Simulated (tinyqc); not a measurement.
# Arrhenius plot from several rate windows

Emission rate en = sn vth(T) Nc(T) exp(-Et/kB T) = sn g T^2 exp(-Et/kB T), g = vth Nc/(300 K)^2, as vth goes as T^0.5 and Nc as T^1.5 (degeneracy factor 1). Each window ew gives the temperature where en = ew.

Values chosen for this exercise; material values close to those of silicon: conduction-band density of states at 300 K Nc = 2.75e19 cm^-3; thermal velocity at 300 K vth = 2.3e7 cm/s; depth of the trap below the conduction edge Et = 0.4 eV; capture cross-section sn = 1.2e-15 cm^2.

Constants: q = 1.602176634e-19 C, kB = 1.380649e-23 J/K. Results are converted to the units shown.

Arrhenius plot from several rate windows:
```
ew (1/s),T peak (K),q/kB T (1/eV),ln(ew/T^2),ln ew
1.7,179.9,64.50,-9.854,0.5306
5.1,187.3,61.96,-8.836,1.629
15,195.1,59.47,-7.839,2.708
47,204.2,56.84,-6.788,3.850
140,213.6,54.34,-5.786,4.942
430,224.1,51.77,-4.761,6.064
1300,235.6,49.25,-3.754,7.170
3900,248.1,46.77,-2.759,8.269
```

The peak rises from 180 to 248 K. ln(ew/T^2) against q/kB T is a straight line of slope -0.4000 eV, the trap depth. Its intercept gives sn = 1.20e-15 cm^2. Leaving out the T^2 gives 0.4363 eV, too high by about 2 kB T.

Computed by the program tinyqc: `OMP_NUM_THREADS=1 python tinyqc.py 2050062 2050063 out.jsonl`, one thread of a shared Intel Xeon 2.30GHz, about 0.01 s for the whole run.
